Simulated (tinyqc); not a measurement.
# Front-illuminated p-i-n photodiode, quantum efficiency and bandwidth: two studies

Light enters through a p layer (0 to xp), a depleted layer (xp to xp + wi) and a thick n substrate, decaying as exp(-al x); one pass, no back reflection. Carriers made in the depleted layer are all collected; those in the neutral layers diffuse.

Inputs (values chosen for the exercise); values close to those of germanium at this wavelength:
- lam = 1310 nm (wavelength)
- al = 7220 1/cm (absorption coefficient)
- Rf = 0.3 (reflectance of the front face)
- eps_r = 15.4 (relative permittivity)
- xp = 0.081 um (thickness of the front p layer)
- wi = 1.7 um (thickness of the depleted layer)
- Dn = 30 cm^2/s (electron diffusion coefficient in the p layer)
- Ln = 12 um (electron diffusion length in the p layer)
- S = 3e6 cm/s (recombination velocity of the front surface)
- Lp = 61 um (hole diffusion length in the thick n substrate)
- ve = 6.18e6 cm/s (electron drift velocity)
- vh = 4.03e6 cm/s (hole drift velocity)
- dia = 280 um (diameter)
- RL = 50 ohm (load resistance)
- Cp = 20 fF (parasitic capacitance)

Constants: q = 1.602176634e-19 C, h = 6.62607015e-34 J s, c = 299792458 m/s, eps0 = 8.8541878128e-14 F/cm where lengths are in cm. Results are converted to the units shown.

Each table varies one quantity; the others keep the values above.

## Efficiency and bandwidth against the thickness of the depleted layer

k = al Ln, s = S Ln/Dn, e = exp(-al xp); front layer f1 = (k/(k^2 - 1)) {[s + k - e (s cosh(xp/Ln) + sinh(xp/Ln))]/[s sinh(xp/Ln) + cosh(xp/Ln)] - k e}; depleted layer f2 = e (1 - exp(-al wi)); substrate f3 = e exp(-al wi) al Lp/(1 + al Lp); external efficiency (1 - Rf)(f1 + f2 + f3); responsivity = efficiency q lam/(h c). Drift response for pairs made in the depleted layer, a = al wi, g = 1 - exp(-a), u = 2 pi i f, te = wi/ve, th = wi/vh: electrons He = [g - a (exp(-a) - exp(-u te))/(u te - a)]/(u te g), holes Hh = [g - a (1 - exp(-a - u th))/(a + u th)]/(u th g); C = eps0 eps_r pi (dia/2)^2/wi + Cp; total |He + Hh|/sqrt(1 + (2 pi f RL C)^2), for the current of the depleted layer alone. Limits are the frequencies at which each factor falls to 1/sqrt(2); inverse-square sum (f_transit^-2 + f_RC^-2)^(-1/2); the diffusion currents f1 and f3 are left out of the bandwidth.

Result of one run:
columns A: wi (um); B: f2; C: f1 + f3; D: responsivity (A/W); E: transit limit (GHz); F: RC limit (GHz); G: 3 dB bandwidth (GHz); H: inverse-square sum (GHz); I: bandwidth x (1 - Rf) f2 (GHz)
```
A         B        C       D      E      F      G      H      I
8.1  0.9405  0.04663  0.7301  3.709  3.013  2.257  2.338  1.486
```

What becomes of these results when the thickness of the depleted layer wi is changed from 8.1 to 1 um, all else the same?

Result of the changed run:
columns A: wi (um); B: f2; C: f1 + f3; D: responsivity (A/W); E: transit limit (GHz); F: RC limit (GHz); G: 3 dB bandwidth (GHz); H: inverse-square sum (GHz); I: bandwidth x (1 - Rf) f2 (GHz)
```
A       B       C       D      E       F       G       H       I
1  0.4850  0.4920  0.7226  27.46  0.3782  0.3782  0.3782  0.1284
```

The whole series:
columns A: wi (um); B: f2; C: f1 + f3; D: responsivity (A/W); E: transit limit (GHz); F: RC limit (GHz); G: 3 dB bandwidth (GHz); H: inverse-square sum (GHz); I: bandwidth x (1 - Rf) f2 (GHz)
```
A          B        C       D      E        F        G        H         I
0.21  0.1327   0.8365  0.7168  125.4  0.07958  0.07958  0.07958  0.007391
0.36  0.2159   0.7551  0.7182  73.74   0.1364   0.1364   0.1364   0.02061
0.6   0.3316   0.6420  0.7201  44.82   0.2271   0.2271   0.2271   0.05272
1     0.4850   0.4920  0.7226  27.46   0.3782   0.3782   0.3782    0.1284
1.7   0.6668   0.3142  0.7256  16.68   0.6419   0.6412   0.6414    0.2993
2.9   0.8270   0.1576  0.7282  10.17    1.092    1.083    1.086    0.6271
4.8   0.9137  0.07279  0.7296  6.317    1.799    1.710    1.730     1.094
8.1   0.9405  0.04663  0.7301  3.709    3.013    2.257    2.338     1.486
14    0.9432  0.04401  0.7301  2.062    5.136    1.877    1.913     1.240
```

As wi goes from 0.21 to 14, the responsivity rises from 0.717 to 0.730 A/W and the bandwidth goes from 0.0796 through a maximum of 2.26 (at wi = 8.1 among the rows listed) to 1.88 GHz. The RC limit is the lower one for wi = 0.21, 0.36, 0.6, 1, 1.7, 2.9, 4.8, 8.1, the transit limit elsewhere. Adding inverse squares of the two limits is within 3.6 % of the full result. The product of bandwidth and fast efficiency goes from 0.00739 through a maximum of 1.49 (at wi = 8.1 among the rows listed) to 1.24 GHz. For wi = 0.21, 0.36, 0.6, 1, 1.7 the diffusion currents exceed 0.3 of the drift current; their own response times, left out, may then shape the whole response.

## Efficiency and bandwidth against the absorption coefficient

Same model as above.

lam is held fixed while al varies.

The same in every row: RC limit (GHz) = 0.6419.

Results:
columns A: al (1/cm); B: f2; C: f1 + f3; D: responsivity (A/W); E: transit limit (GHz); F: 3 dB bandwidth (GHz); G: inverse-square sum (GHz); H: bandwidth x (1 - Rf) f2 (GHz)
```
A             B       C       D      E       F       G         H
30     0.005086  0.1541  0.1177  15.31  0.6411  0.6413  0.002282
90      0.01517  0.3494  0.2696  15.32  0.6411  0.6413  0.006809
300     0.04960  0.6149  0.4915  15.36  0.6411  0.6413   0.02226
3000     0.3899  0.5743  0.7132  15.91  0.6412  0.6414    0.1750
9000     0.7284  0.2521  0.7252  16.95  0.6413  0.6414    0.3270
30000    0.7795  0.1703  0.7024  17.79  0.6414  0.6415    0.3499
90000    0.4824  0.3878  0.6436  16.56  0.6413  0.6414    0.2165
3e5     0.08804  0.6324  0.5328  16.15  0.6412  0.6414   0.03952
```

Estimate the missing row, al = 900 1/cm.

Computed row:
columns A: al (1/cm); B: f2; C: f1 + f3; D: responsivity (A/W); E: transit limit (GHz); F: 3 dB bandwidth (GHz); G: inverse-square sum (GHz); H: bandwidth x (1 - Rf) f2 (GHz)
```
A         B       C       D      E       F       G        H
900  0.1408  0.7263  0.6413  15.49  0.6411  0.6414  0.06321
```

With this row back in the table: As al goes from 30 to 3e5, the responsivity goes from 0.118 through a maximum of 0.725 (at al = 9000 among the rows listed) to 0.533 A/W and the bandwidth stays near 0.641 GHz. The RC limit is the lower one in every row. Adding inverse squares of the two limits is within 0.036 % of the full result. Strong absorption puts the pairs into the front layer, where they must diffuse against surface loss; weak absorption lets light pass beyond a diffusion length of the junction. For al = 30, 90, 300, 900, 3000, 9000, 90000, 3e5 the diffusion currents exceed 0.3 of the drift current; their own response times, left out, may then shape the whole response.

Program tinyqc, `OMP_NUM_THREADS=1 python tinyqc.py 2250011 2250012 out.jsonl`; Intel Xeon 2.30GHz, shared host, one thread, about 0.01 s.
